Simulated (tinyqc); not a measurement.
# Ellipsometry and reflectance of a transparent film on an absorbing substrate: two studies

Air (index 1), film, substrate with N2 = n2 - i k2; time factor exp(+i w t). q_j = sqrt(N_j^2 - sin^2 th), root with positive real part. Fresnel coefficients r_s = (q_a - q_b)/(q_a + q_b), r_p = (N_b^2 q_a - N_a^2 q_b)/(N_b^2 q_a + N_a^2 q_b). tan(Psi) exp(i Delta) = R_p/R_s, Delta taken from 0 to 360 degrees.

Inputs (values chosen for the exercise); indices close to those of silicon dioxide on silicon:
```
symbol  value     unit                                  meaning
lam     546.1       nm                               wavelength
th         65  degrees                       angle of incidence
n1      1.469                     index of the transparent film
d         8.1       nm                           film thickness
n2      4.086                            index of the substrate
k2      0.031           extinction coefficient of the substrate
```

Each table varies one quantity; the others keep the values above.

## Psi and Delta against the film thickness

beta = 2 pi d q1/lam, X = exp(-2 i beta), R = (r01 + r12 X)/(1 + r01 r12 X) for p and s. The last column is the derivative of Delta.

Results:
```
d (nm)  Psi (degrees)  Delta (degrees)   |R_p|^2  |R_s|^2  dDelta/dd (degrees/nm)
0              18.998           179.41  0.077426  0.65320                 -1.7577
0.5            19.000           178.54  0.077444  0.65319                 -1.7573
1              19.005           177.66  0.077478  0.65315                 -1.7565
1.5            19.011           176.78  0.077528  0.65309                 -1.7553
2              19.020           175.90  0.077595  0.65301                 -1.7538
2.5            19.030           175.03  0.077677  0.65292                 -1.7519
3.5            19.058           173.28  0.077891  0.65266                 -1.7471
4              19.075           172.40  0.078022  0.65251                 -1.7441
```

Estimate the missing row, d = 3 nm.

Computed row:
```
d (nm)  Psi (degrees)  Delta (degrees)   |R_p|^2  |R_s|^2  dDelta/dd (degrees/nm)
3              19.043           174.15  0.077776  0.65280                 -1.7497
```

With this row back in the table: Delta falls from 179.41 to 172.40 degrees while Psi moves from 19.00 to 19.08: Delta changes 90.8 times as much as Psi. With the slope of the first row an error of 0.01 degree in Delta means 0.0057 nm.

## Effect of the angle of incidence

Same model as above.

dDelta/dd is the derivative of Delta; period lam/(2 q1).

Results:
```
th (degrees)  Psi (degrees)  Delta (degrees)   |R_p|^2  |R_s|^2  dDelta/dd (degrees/nm)  period (nm)
50                    32.21            174.5    0.2067   0.5207                 -0.6516        217.8
60                    24.54            169.9    0.1254   0.6014                  -1.184        230.1
65                    19.29            165.3   0.07970   0.6505                  -1.707        236.2
70                    12.77            154.9   0.03628   0.7059                  -2.762        241.8
75                    6.142            111.2  0.008896   0.7682                  -3.333        246.7
80                    11.60            28.31   0.03529   0.8378                   2.420        250.5
85                    26.59            8.757    0.2293   0.9150                  0.9347        252.9
```

Estimate the missing row, th = 55 degrees.

Computed row:
```
th (degrees)  Psi (degrees)  Delta (degrees)  |R_p|^2  |R_s|^2  dDelta/dd (degrees/nm)  period (nm)
55                    28.77            172.7   0.1683   0.5583                 -0.8681        223.9
```

With this row back in the table: Psi goes from 32.2 through a minimum of 6.14 (at th = 75 among the rows listed) to 26.6 degrees and |R_p|^2 goes from 0.207 through a minimum of 0.00890 (at th = 75 among the rows listed) to 0.229. The slope of Delta is largest in size, 3.33 degrees/nm, at th = 75 among the rows. The bare substrate has its smallest |R_p| near arctan(n2) = 76.2 degrees.

Program tinyqc, `OMP_NUM_THREADS=1 python tinyqc.py 2870182 2870183 out.jsonl`; Intel Xeon 2.30GHz, shared host, one thread, about 0.01 s.
